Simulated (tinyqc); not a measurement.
## Charge centroid from charge and shift

Problem. A sheet of N electrons in the storage layer of a charge-trap cell shifts the threshold by U = (q/eps0) N (tb/eb + xc tn/en). Find xc and the distance xc tn from the blocking layer.

Parameters, values chosen for the exercise: storage layer tn = 7.3 nm; its relative permittivity en = 7.4; blocking layer tb = 5.2 nm; its relative permittivity eb = 3.9.

Constants: q = 1.602176634e-19 C, eps0 = 8.8541878128e-14 F/cm where lengths are in cm. Results are converted to the units shown.

N = 4.4e12 cm^-2
U = 1.5249824 V

Solution. U eps0/(q N) is the electrical distance from the gate; subtract that of the blocking layer.

xc = 0.5900
distance = 4.307 nm

Program tinyqc, `OMP_NUM_THREADS=1 python tinyqc.py 2130060 2130061 out.jsonl`; Intel Xeon 2.30GHz, shared host, one thread, about 0.06 s.
